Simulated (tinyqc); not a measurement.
Worked calculation: Cabrera-Mott growth of a thin oxide under its own electric field. Computed by tinyqc, a small Python program that keeps every step. Command: `OMP_NUM_THREADS=1 python tinyqc.py 3027589 3027590 out.jsonl cabrera walk`. One thread of a shared host (Intel(R) Xeon(R) Processor @ 2.30GHz), about 0.02 s of CPU time with the checks. Intermediate numbers are printed to about 6 digits and carried at full precision; extremes and crossings named in words are read from the listed rows.

Electrons cross the film freely and set a fixed potential V across it; the field V/x lowers the barrier for ions entering the oxide.

Inputs (values chosen for the exercise, for a model metal): barrier W = 1.18 eV; Mott potential V = 0.47 V; ion charge number z = 2; half jump distance b = 1.5 angstrom; prefactor u0 = N Omega nu = 4.5e+12 angstrom/s; temperature T = 550 K; starting thickness x0 = 3.6 angstrom; time t = 120 s.

Backward hops: kept.

Constants: k_B = 8.617333262e-05 eV/K.

## Scales

u = u0 exp(-W/(k_B T)), X1 = z b V/(k_B T) with V in volts and k_B T in eV; dx/dt = 2 u sinh(X1/x).

u = 69.2783 angstrom/s

X1 = 29.7498 angstrom

## Field and rate at the start

Field E = V/x; the barrier is lowered by z b V/x.

field = 13.0556 MV/cm

barrier lowering = 0.391667 eV

rate = 268863 angstrom/s

## Thickness after time t

t(x) = int_(x0)^x dx / (dx/dt) by Gauss-Legendre quadrature (80 points on each side of (x0 + 2 x)/3), solved for x.

thickness x = 995.301 angstrom

rate at time t = 4.14211 angstrom/s

field at time t = 0.0472219 MV/cm

X1/x = 0.0299: the field is now weak. Caution: the starting field or rate is formal: the first layers form as fast as oxygen arrives. Caution: electrons tunnel only through a few nanometres, so beyond about 10 nm a fixed Mott potential is doubtful.

## Limiting thickness

Growth counts as stopped when u exp(X1/x) falls to 1e-5 angstrom/s: x_L = X1/ln(1e-5/u), defined while u is below that rate; the critical temperature is T_c = W/(k_B ln(u0/1e-5)).

Limiting thickness x_L: none: u exceeds the rate

critical temperature T_c = 336.876 K

T is above T_c, so u exp(X1/x) never falls to that level.

## Growth over eight decades

Closed form for thin films (leading term of the integral): x solves (x^2/(u X1)) exp(-X1/x) = t.

Thickness:
```
t (s)     x (angstrom)  1/x (1/angstrom)  closed form (angstrom)
1.00e+00   9.42731e+01       1.06075e-02             5.85337e+01
1.00e+01   2.88813e+02       3.46245e-03             1.57757e+02
1.00e+02   9.08689e+02       1.10049e-03             4.68625e+02
1.00e+03   2.87153e+03       3.48246e-04             1.45042e+03
1.00e+04   9.07979e+03       1.10135e-04             4.55469e+03
1.00e+05   2.87125e+04       3.48280e-05             1.43711e+04
1.00e+06   9.07968e+04       1.10136e-05             4.54133e+04
1.00e+07   2.87125e+05       3.48281e-06             1.43577e+05
1.00e+08   9.07968e+05       1.10136e-06             4.53999e+05
```

Per decade of time the film gains 190 angstrom at first and 620000 at the end. The inverse-logarithmic law predicts -X1 d(1/x)/d ln t near 1; the rows give 0.09 at first and 0.00 at the end. The closed form misses by at most a factor 2.0, as it needs x well below X1 and above x0. In the last rows x grows as t^0.50, approaching the parabolic law x^2 = 4 u X1 t of weak fields. Caution: rows beyond about 10 nm exceed the range where electrons tunnel freely and hold a fixed Mott potential.

Checks made by the program: quadrature against adaptive integration (relative difference below 1e-10).
